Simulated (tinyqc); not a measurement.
## Space-charge-limited current with shallow traps: from ohmic to space-charge-limited current

One carrier type, drift only, an injecting contact at x = 0 (zero field) and thickness L. The share th = y/(1 + y), y = (Nc/Nt) exp(-Et/kB T), of the injected charge is free: J = q mu n F, eps0 eps_r dF/dx = q (n - n0)/th.

Ohmic J = q n0 mu V/L; Mott-Gurney J = (9/8) th eps0 eps_r mu V^2/L^3; they cross at Vx = 8 q n0 L^2/(9 th eps0 eps_r); traps fill at V_TFL = q Nt L^2/(2 eps0 eps_r). Exact: with u = n0/n(L), w = -u - ln(1 - u) and v = -u - u^2/2 - ln(1 - u), V = (q n0 L^2/(th eps0 eps_r)) v/w^2 and J = q^2 n0^2 mu L/(th eps0 eps_r w).

Values chosen for this exercise: temperature T = 350 K; relative permittivity eps_r = 12.9; mobility mu = 0.0013 cm^2/(V s); thickness L = 2200 nm; band density of states Nc = 1.1e20 cm^-3; trap density Nt = 2.9e16 cm^-3; trap depth Et = 0.32 eV; free carrier density in equilibrium n0 = 5.7e13 cm^-3.

Constants: q = 1.602176634e-19 C, kB = 1.380649e-23 J/K, Vt = kB T/q, eps0 = 8.8541878128e-14 F/cm where lengths are in cm. Results are converted to the units shown.

Results:
```
V (V)	J (A/cm^2)	ohmic (A/cm^2)	Mott-Gurney (A/cm^2)	d ln J/d ln V
0.39	2.204e-5	2.105e-5	2.042e-6	1.050
1.5	1.002e-4	8.095e-5	3.021e-5	1.244
3.1	2.658e-4	1.673e-4	1.290e-4	1.451
6.2	7.796e-4	3.346e-4	5.161e-4	1.647
12	0.002432	6.476e-4	0.001933	1.790
25	0.009416	0.001349	0.008391	1.890
49	0.03423	0.002644	0.03223	1.941
98	0.1329	0.005288	0.1289	1.970
200	0.5451	0.01079	0.5370	1.985
```

Estimate the missing row, V = 0.77 V.

Computed row:
```
V (V)	J (A/cm^2)	ohmic (A/cm^2)	Mott-Gurney (A/cm^2)	d ln J/d ln V
0.77	4.584e-5	4.155e-5	7.960e-6	1.113
```

With this row back in the table: The local exponent rises from 1.05 to 1.99, passing from ohmic towards the square law around Vx = 4.02 V. In the last row J is 1.5 % above the Mott-Gurney value. For V = 98, 200 the voltage exceeds half of V_TFL = 98.4 V, near which the traps fill and the current rises steeply beyond this model. For V = 0.39, 0.77, 1.5 the voltage is under 100 kB T/q, where diffusion would add more than a third of the Mott-Gurney current.

Range of the model: Diffusion and a field-dependent mobility are left out. With injecting contacts the diffusion current, about 4 pi^2 Vt th eps0 eps_r mu V/L^3, equals the Mott-Gurney current at V = 35 kB T/q (0.9 V at 300 K), so the drift-only result needs V well above that.

Numbers from tinyqc (`OMP_NUM_THREADS=1 python tinyqc.py 2370062 2370063 out.jsonl`; about 0.01 s on one thread of a shared Intel Xeon 2.30GHz).
